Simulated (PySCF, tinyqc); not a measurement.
Inside a calculation. Method: G0W0 on RHF in the sto-3g basis, for H4, spin multiplicity 1. The lowest restricted solution is unstable here: a spin-polarised one lies 0.0482 hartree lower (PySCF). One step of it, computed by the program tinyqc.

Problem. Screening: direct RPA. With D = e_a - e_i and K = (ia|jb): diagonalise D^(1/2) (D + 4K) D^(1/2) = Z w^2 Z^T; X + Y = D^(1/2) Z w^(-1/2), each column of Z with its largest component positive (the first on a tie); E_c = (sum w - tr (D + 2K)) / 2.

orbital energies (hartree): MO1 -0.484090, MO2 -0.301123, MO3 0.223892, MO4 0.411075

Two-electron integrals over orbitals (pq|rs), unique and non-zero (hartree):
```
(11|11) 0.430539   (21|21) 0.156689   (22|11) 0.429419   (22|22) 0.436492
(31|31) 0.119687   (32|32) 0.096101   (33|11) 0.424519   (33|22) 0.426804
(33|33) 0.432948   (41|32) 0.093743   (41|41) 0.091472   (42|31) 0.124858
(42|42) 0.134397   (43|21) 0.159970   (43|43) 0.174565   (44|11) 0.430320
(44|22) 0.438158   (44|33) 0.440260   (44|44) 0.452364
```

Give: D^(1/2) (D + 4K) D^(1/2); excitation energies w; X + Y; RPA correlation energy.

Solution.

D^(1/2) (D + 4K) D^(1/2) (hartree^2):
```
       1>3    1>4    2>3    2>4
1>3  0.840  0.000  0.000  0.355
1>4  0.000  1.129  0.257  0.000
2>3  0.000  0.257  0.477  0.000
2>4  0.355  0.000  0.000  0.890
```

excitation energies w (hartree): 0.623  0.714  1.104  1.105

X + Y:
```
          1       2      3      4
1>3   0.000   0.728  0.000  0.546
1>4  -0.393   0.000  0.851  0.000
2>3   0.867   0.000  0.226  0.000
2>4   0.000  -0.681  0.000  0.587
```

RPA correlation energy = -0.08911 hartree
